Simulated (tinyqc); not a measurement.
## Long-channel MOSFET, surface-potential model: transfer curve from weak to strong inversion

n-channel transistor on a uniformly doped p-type body, gradual-channel approximation, constant mobility, Boltzmann statistics, full ionisation. Potentials are counted from the neutral body; V is the electron quasi-Fermi potential, Vsb at the source and Vsb + Vds at the drain. Charges are magnitudes per area.

ni = sqrt(Nc Nv) exp(-Eg/(2 Vt)), Eg in volts; phiF = Vt ln(Na/ni); Cox = eps0 eox/tox; gamma = sqrt(2 q eps0 eps_r Na)/Cox. The surface potential psi at channel potential V solves Vgs + Vsb - Vfb - psi = gamma sqrt(G), G = psi - Vt + Vt exp((psi - 2 phiF - V)/Vt). Charge sheet: Qi = Cox gamma [sqrt(G) - sqrt(psi - Vt)]; I = mu (W/L) [integral of Qi dpsi from psi_0 to psi_L (drift) + Vt (Qi0 - QiL) (diffusion)], with psi_0 at V = Vsb and psi_L at V = Vsb + Vds. Pao-Sah: Qi(V) = (Cox gamma/2) integral from 3 Vt to psi of exp((u - 2 phiF - V)/Vt)/sqrt(G(u, V)) du, and I = mu (W/L) integral of Qi dV from Vsb to Vsb + Vds. Square law: VT = Vfb + 2 phiF + gamma sqrt(2 phiF + Vsb), m = 1 + gamma/(2 sqrt(2 phiF + Vsb)), I = mu Cox (W/L) [(Vgs - VT) v - m v^2/2] with v the smaller of Vds and (Vgs - VT)/m, and zero below VT. gm = dI/dVgs of the charge-sheet current.

Values chosen for this exercise; material values close to those of silicon:

| symbol | value | unit | meaning |
|---|---|---|---|
| T | 300 | K | temperature |
| Eg | 1.12 | eV | band gap |
| eps_r | 11.9 |  | relative permittivity of the semiconductor |
| Nc | 2.85e19 | cm^-3 | conduction-band density of states at T |
| Nv | 2.63e19 | cm^-3 | valence-band density of states at T |
| Na | 1.7e18 | cm^-3 | acceptor density of the body |
| eox | 21.2 |  | relative permittivity of the gate insulator |
| tox | 9.8 | nm | insulator thickness |
| Vfb | -0.68 | V | flat-band voltage |
| mu | 120 | cm^2/(V s) | channel mobility |
| W | 10 | um | gate width |
| L | 0.5 | um | gate length |
| Vsb | 0.5 | V | source-body reverse bias |
| Vds | 0.1 | V | drain-source voltage |

Constants: q = 1.602176634e-19 C, kB = 1.380649e-23 J/K, Vt = kB T/q, eps0 = 8.8541878128e-14 F/cm where lengths are in cm. Results are converted to the units shown.

Results:
```
Vgs (V)	I, charge sheet (uA)	I, Pao-Sah (uA)	drift share (%)	gm/I (1/V)	I, square law (uA)
0.58	8.941e-4	9.034e-4	0.01292	32.60	0
0.7	0.04501	0.04544	0.6459	32.59	0
0.83	2.375	2.407	21.83	25.60	5.574
0.95	21.46	21.92	62.90	12.09	52.85
1.08	63.25	64.74	82.47	5.726	112.6
1.21	112.8	115.4	89.31	3.506	172.4
1.33	161.3	164.8	92.26	2.545	227.5
1.58	266.0	271.2	95.16	1.601	342.5
```

Estimate the missing row, Vgs = 1.46 V.

Computed row:
```
Vgs (V)	I, charge sheet (uA)	I, Pao-Sah (uA)	drift share (%)	gm/I (1/V)	I, square law (uA)
1.46	215.3	219.7	94.09	1.951	287.3
```

With this row back in the table: The charge-sheet current rises from 8.94e-4 to 266 uA. In the first row gm/I is 32.6 1/V, a swing of 70.6 mV a decade, against Vt ln 10 = 59.5 mV a decade for an ideal gate; in the last it is 1.60 1/V. Drift passes half of the current at Vgs = 0.95 V among the rows listed (VT = 0.777 V). The charge sheet departs most from Pao-Sah at Vgs = 1.08 V, where it is 2.3 % below it. In the last row the square law is 26 % above Pao-Sah. For Vgs = 0.95 to 1.58 V the surface electron density at the source passes 0.3 Nc, where degeneracy and quantisation, left out here, matter.

Program tinyqc, `OMP_NUM_THREADS=1 python tinyqc.py 2360156 2360157 out.jsonl`; Intel Xeon 2.30GHz, shared host, one thread, about 0.07 s.
